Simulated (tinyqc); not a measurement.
The trial binding against the radius: donor or exciton in a quantum well (variational effective-mass method). Computed by tinyqc, a small Python program. Command: `OMP_NUM_THREADS=1 python tinyqc.py 3026791 3026792 out.jsonl welldonor sweep`. One thread of a shared host (Intel(R) Xeon(R) Processor @ 2.30GHz), about 0.2 s of CPU time with the checks.

H = -nabla^2 - 2/|r - r_i| + V(z) in effective units; trial function psi = f(z) exp(-|r - r_i|/lambda), f the ground state of the well. Mass and screening are the same in well and barrier; l = L/a* is the width in effective units. Bands are flat: no polarisation or applied field.

Inputs (values chosen for the exercise, for a model semiconductor): electron mass m = 0.0977 m_0; dielectric constant eps = 11.2; well width L = 3 nm; donor position z_i/L from the centre = 0.3; barrier height V_0 = 0.24 eV.

Centre: donor. Barriers: finite.

Constants: Ry = 13.605693123 eV; a_0 = 0.529177210903 angstrom.

Method:
- Ry* = Ry m/eps^2, a* = a_0 eps/m; l = L/a*.
- k solves k tan(k l/2) = sqrt(v - k^2), v = V_0/Ry*, 0 < k l/2 < pi/2 (bisection); f = cos(k z) inside and cos(k l/2) exp(-kappa (|z| - l/2)) outside, kappa = sqrt(v - k^2); subband energy k^2 Ry*.
- Binding E_b(lambda) = -1/lambda^2 + 4 A/(lambda B), with A = int f^2 exp(-2 s/lambda) dz, B = int f^2 exp(-2 s/lambda)(1 + 2 s/lambda) dz and s = |z - z_i|; 40 Gauss-Legendre points on each piece between the walls at z = -l/2 and l/2 and z_i, and out to 12/(kappa + 1/lambda) beyond the walls.

One run for each value:
```
trial radius lambda (a*)  E_b(lambda) (Ry*)   B (a*)
0.4                                 -0.1113  0.38093
0.6                                  1.6793  0.43929
0.8                                  1.9910  0.47046
1.0                                  1.9747  0.48888
1.2                                  1.8723  0.50064
1.4                                  1.7513  0.50859
1.6                                  1.6328  0.51420
1.8                                  1.5234  0.51831
2.0                                  1.4246  0.52141
```

Over the rows, E_b(lambda) (Ry*) goes from -0.111 through a maximum among these rows, 1.99 at 0.800, to 1.42; B (a*) rises from 0.381 to 0.521 (exponent d ln y / d ln x 0.35 between the first rows and 0.057 between the last). A small radius costs kinetic energy as 1/lambda^2 and a large one loses attraction.

Extremes, crossings and ranges named in words are read from the listed rows.
